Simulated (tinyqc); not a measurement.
Tersoff bond-order potential: one step, computed by the program tinyqc. Command: `OMP_NUM_THREADS=1 python tinyqc.py 3021520 3021521 out.jsonl tersoff walk`. One thread of a shared host (Intel(R) Xeon(R) Processor @ 2.30GHz), about 0.01 s of CPU time with the checks.

E = (1/2) sum_(i, j != i) [A exp(-lambda r_ij) - b_ij B exp(-mu r_ij)], b_ij = (1 + (beta zeta_ij)^n)^(-1/(2n)), zeta_ij = sum_(k != i, j) g(theta_ijk), g = 1 + c^2/d^2 - c^2/(d^2 + (h - cos theta)^2), with theta at atom i. Only nearest neighbours count (cut-off function 1 for them, 0 beyond).

Question. An open trimer. Atom 1 binds atoms 2 and 3, which do not interact. b_12 = b_13 follow from zeta = g(theta); b_21 = b_31 = 1. E = sum over the two bonds of A exp(-lambda r) - (b + 1)/2 B exp(-mu r).

Inputs (values chosen for the exercise, modelled on germanium):
```
quantity                  value        unit
A                        1753.6          eV
B                        413.86          eV
lambda                   2.4451  1/angstrom
mu                       1.7047  1/angstrom
beta                   8.55e-07           -
n                        0.7572           -
c                        103200           -
d                         15.88           -
h                         -0.44           -
bond length r_12           2.38    angstrom
bond length r_13           2.33    angstrom
angle theta at atom 1       129     degrees
```

Give: g(theta); bond order b_12; repulsive terms; attractive terms B exp(-mu r); energy of the trimer.

Answer.

g(theta) = 6003

bond order b_12 = 0.9880

repulsive terms (eV): 5.207  5.885

attractive terms B exp(-mu r) (eV): 7.159  7.796

energy of the trimer = -3.773 eV

g is least (g = 1) at cos theta = h, 116.1 degrees, wider than the tetrahedral 109.47.
